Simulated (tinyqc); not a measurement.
Static screening by free carriers: one step. Fermi and screening wave vectors. Two cases, with inputs chosen for the exercise.

Problem. Also the effective Bohr radius aB = a0 eps/m and rs = (3/(4 pi n))^(1/3)/aB.

kF = (3 pi^2 n/Mv)^(1/3), EF = c kF^2/m with c = hbar^2/2m0, n in 1/angstrom^3 (1e-24 per 1/cm^3), e2 = e^2/(4 pi eps0). Thomas-Fermi: qTF^2 = 6 pi e2 n/(eps EF). Debye: qD^2 = 4 pi e2 n/(eps kB T).

Constants: hbar^2/2m0 = 3.80998211 eV angstrom^2; e^2/(4 pi eps0) = 14.39964547 eV angstrom; kB = 8.617333262e-05 eV/K; a0 (Bohr radius) = 0.5291772105 angstrom.

Give: kF; EF at 0 K; EF/kT; qTF; qD; aB; rs.

Case 1.

Values chosen (a free-electron density near that of Ag; not measured data): n = 5.98e+22 1/cm^3 (carrier density); m = 1 m0 (mass of one isotropic valley); Mv = 1 (valleys); eps = 1 (background dielectric constant); T = 300 K.

Solution.

kF = 1.2098 1/angstrom
EF at 0 K = 5576 meV
EF/kT = 216
qTF = 1.7061 1/angstrom
qD = 20.459 1/angstrom
aB = 0.5292 angstrom
rs = 3.00

Case 2.

Values chosen (a free-electron density near that of Au; not measured data): n = 5.75e+22 1/cm^3 (carrier density); m = 1 m0 (mass of one isotropic valley); Mv = 1 (valleys); eps = 1 (background dielectric constant); T = 300 K.

Solution.

kF = 1.1941 1/angstrom
EF at 0 K = 5432 meV
EF/kT = 210
qTF = 1.6950 1/angstrom
qD = 20.062 1/angstrom
aB = 0.5292 angstrom
rs = 3.04

The gas is degenerate, so the Thomas-Fermi value applies. With rs above 1 exchange and correlation, left out here, are not small.

Computed by tinyqc, one run a case: `OMP_NUM_THREADS=1 python tinyqc.py N N+1 out.jsonl` with N = 1651219, 1651289; one thread of a shared Intel(R) Xeon(R) Processor @ 2.30GHz, about 0.01 s a run at most.
